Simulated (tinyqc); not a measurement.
Weibull analysis of times to dielectric breakdown, with area scaling: one step of the calculation.

Breakdown times follow F(t) = 1 - exp(-(t/t63)^beta). The 12 times below were drawn at random from beta = 1.2, t63 = 32 s and are treated as data; all samples failed.

Problem. Median ranks and the Weibull scale. F_i = (i - 0.3)/(n + 0.4) for the sorted times, W_i = ln(-ln(1 - F_i)).

t, i 1 to 12 (s): 2.66  9.13  10.7  11.2  14.9  22.4  23.9  24.5  26.7  28.7  35.8  54.4

Find: F; W; ln t.

Solution.

```
i         F        W    ln t
1   0.05645  -2.8455  0.9783
2   0.13710  -1.9142  2.2116
3   0.21774  -1.4042  2.3702
4   0.29839  -1.0374  2.4159
5   0.37903  -0.7413  2.7014
6   0.45968  -0.4852  3.1091
7   0.54032  -0.2520  3.1739
8   0.62097  -0.0303  3.1987
9   0.70161   0.1901  3.2847
10  0.78226   0.4216  3.3569
11  0.86290   0.6867  3.5779
12  0.94355   1.0558  3.9964
```

tinyqc, about 0.01 s, one thread, Intel Xeon 2.30GHz (shared host): `OMP_NUM_THREADS=1 python tinyqc.py 2070158 2070159 out.jsonl`
